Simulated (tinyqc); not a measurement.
# Surface potential of a MOS transistor: implicit equation and explicit approximations: what changes with what

p-type body, charge-sheet picture, depletion and inversion only, full ionisation (an idealisation for deep acceptors), Boltzmann statistics (rough once Na exp(x - xn) passes about Nc/7). In units of Vt: xg = (Vg - Vfb)/Vt, x = psi/Vt, G = gamma/sqrt(Vt), xn = (2 phiF + Vc)/Vt. The implicit equation is (xg - x)^2 = G^2 [x - 1 + exp(x - xn)] for x above about 3. Cox = eps0 eox/tox.

Values chosen for this exercise; band and dielectric values close to those of silicon: temperature T = 300 K; band gap Eg = 1.13 eV; relative permittivity eps_r = 11.7; conduction-band density of states at T Nc = 2.8e19 cm^-3; valence-band density of states at T Nv = 2.66e19 cm^-3; relative permittivity of the gate insulator (close to zirconium oxide) eox = 25.3; insulator thickness tox = 33 nm; acceptor density Na = 1.6e17 cm^-3; flat-band voltage Vfb = -1 V; channel-body voltage Vc = 0.2 V; gate-body voltage Vg = 0.42 V.

Constants: q = 1.602176634e-19 C, kB = 1.380649e-23 J/K, Vt = kB T/q, eps0 = 8.8541878128e-14 F/cm where lengths are in cm. Results are converted to the units shown.

Each table varies one quantity; the others keep the values above.

## Accuracy of the approximations against gate voltage

ni = sqrt(Nc Nv) exp(-Eg/(2 Vt)), Eg in volts; phiF = Vt ln(Na/ni); gamma = sqrt(2 q eps0 eps_r Na)/Cox; VT = Vfb + Vt (xn + G sqrt(xn - 1)). Depletion value a = 1 + [sqrt(G^2/4 + xg - 1) - G/2]^2; inversion value b = xn + ln[(xg - xn)^2/G^2 - xn + 1] and first guess y = min(a, b) - ln(1 + exp(-|a - b|)) if a > xn + 1, else b = y = a; one second-order correction with D = exp(y - xn), p = 2 (xg - y) + G^2 (1 + D), w = (xg - y)^2 - G^2 (y - 1 + D): z = y + 2 w/(p + sqrt(p^2 - 2 (2 - G^2 D) w)), or the Newton step z = y + w/p where the root is not real. N_inv = (Cox Vt G/q) [sqrt(x - 1 + exp(x - xn)) - sqrt(x - 1)] at the root. Lambert form (Cox m Vt/q) W0[(G/(2 m sqrt(xn - 1))) exp((Vg - VT)/(m Vt))], m = 1 + G/(2 sqrt(xn - 1)). Errors under 1e-4 mV, and the linear form below VT, are printed as 0.

Accuracy of the approximations against gate voltage:
```
Vg (V)  psi (V)   x - xn  error of y (mV)  error of z (mV)  N_inv (cm^-2)  Cox (Vg - VT)/q (cm^-2)  Lambert form (cm^-2)
0.01     0.7259   -13.09                0                0        4.600e4                        0               3.143e4
0.21     0.8937   -6.598          5.43e-3                0        2.721e7                        0               2.384e7
0.41      1.061  -0.1328             3.22         -1.01e-3       1.592e10                        0              1.597e10
0.61      1.150    3.315             18.1            -3.15       4.239e11                 8.463e11              4.397e11
0.81      1.180    4.483             13.0           -0.870       1.123e12                 1.694e12              1.163e12
1.01      1.198    5.170             10.1           -0.353       1.883e12                 2.541e12              1.944e12
1.21      1.211    5.667             8.41           -0.191       2.668e12                 3.388e12              2.748e12
1.41      1.221    6.060             7.28           -0.119       3.465e12                 4.236e12              3.562e12
1.61      1.229    6.385             6.46          -0.0811       4.272e12                 5.083e12              4.383e12
```

What does the comparison show?

psi rises from 0.726 to 1.23 V and ends 6.4 Vt above 2 phiF + Vc. Among the rows the first guess is off by at most 18 mV (at Vg = 0.61 V) and the corrected value by at most 3.1 mV. In the last row the linear form is 19 % above N_inv and the Lambert form 2.6 % above it; in the first row the Lambert form is 32 % below it. For Vg = 0.61, 0.81, 1.01, 1.21, 1.41, 1.61 the electron quasi-Fermi level lies less than 2 Vt below the band edge at the surface, or above it, where degeneracy and confinement, left out, matter.

## Effect of the insulator thickness at fixed gate voltage

Same model as above.

Results:
```
tox (nm)  psi (V)  x - xn  error of y (mV)  error of z (mV)  N_inv (cm^-2)  Cox (Vg - VT)/q (cm^-2)  Lambert form (cm^-2)
11          1.188   4.772             26.2             8.70       1.403e12                 3.056e12              1.521e12
15          1.169   4.059             24.0             7.20       7.994e11                 1.850e12              8.532e11
21          1.143   3.026             18.1            -2.21       3.275e11                 9.025e11              3.437e11
28          1.104   1.551             5.06          -0.0133       8.218e10                 3.104e11              8.453e10
39          1.019  -1.744            0.756                0        3.257e9                        0               3.182e9
72         0.7777  -11.09          1.19e-4                0        3.289e5                        0               2.206e5
99         0.6290  -16.84                0                0           1166                        0                 416.6
```

Estimate the missing row, tox = 53 nm.

Computed row:
```
tox (nm)  psi (V)  x - xn  error of y (mV)  error of z (mV)  N_inv (cm^-2)  Cox (Vg - VT)/q (cm^-2)  Lambert form (cm^-2)
53         0.9079  -6.050           0.0137                0        4.670e7                        0               4.085e7
```

With this row back in the table: As tox goes from 11 to 99, psi falls from 1.19 to 0.629 V, x - xn falls from 4.77 to -16.8 and N_inv falls from 1.40e12 to 1170 cm^-2. The Lambert form lies between 0.357 and 1.08 times N_inv. For tox = 11, 15 the electron quasi-Fermi level lies less than 2 Vt below the band edge at the surface, or above it, where degeneracy and confinement, left out, matter.

tinyqc, about 0.01 s, one thread, Intel Xeon 2.30GHz (shared host): `OMP_NUM_THREADS=1 python tinyqc.py 2122190 2122191 out.jsonl`
